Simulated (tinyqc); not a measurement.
# Density of surface states from the Kelvin-probe reading

Problem. n-type bulk, xi = Ec - EF = Vt ln(Nc/Nd), p0 = ni^2/Nd, ni = sqrt(Nc Nv) exp(-Eg/(2 Vt)), Eg in volts. b is the upward band bending, u = b/Vt. Space charge per area, in units of q: Qc = sign(b) sqrt((2 eps0 eps_r Vt/q) [(Nd + dn)(exp(-u) - 1) + Nd u + (p0 + dn)(exp(u) - 1)]), with dn the excess density under light (flat quasi-Fermi levels; 0 in the dark). The states hold -Ds (E0 - xi - b): negative while the Fermi level lies above the neutrality level. Neutrality: Qc + Qf + (charge of the states) = 0. Work function chi + xi + b; contact potential difference CPD = (work function of the sample) - pt. Find b, Qc and Ds.

Inputs (values chosen for the exercise); band and dielectric values close to those of silicon:
```
symbol    value   unit                                                    meaning
T           350      K                                                temperature
Eg         1.11     eV                                                   band gap
eps_r      11.7                                             relative permittivity
Nc      3.58e19  cm^-3                     conduction-band density of states at T
Nv      3.31e19  cm^-3                        valence-band density of states at T
chi        4.04     eV                                          electron affinity
Nd       1.6e15  cm^-3                                              donor density
Qf            0  cm^-2                       fixed positive charge at the surface
pt         4.97     eV                             work function of the probe tip
E0         0.46     eV  depth of their neutrality level below the conduction edge
```

Constants: q = 1.602176634e-19 C, kB = 1.380649e-23 J/K, Vt = kB T/q, eps0 = 8.8541878128e-14 F/cm where lengths are in cm. Results are converted to the units shown.

CPD = -486.56078 mV

Solution. The CPD gives b, b gives Qc, and neutrality gives Ds.

b = 0.141 V
Qc = 4.80e10 cm^-2
Ds = 2.90e12 cm^-2 eV^-1

Numbers from tinyqc (`OMP_NUM_THREADS=1 python tinyqc.py 2430135 2430136 out.jsonl`; about 0.01 s on one thread of a shared Intel Xeon 2.30GHz).
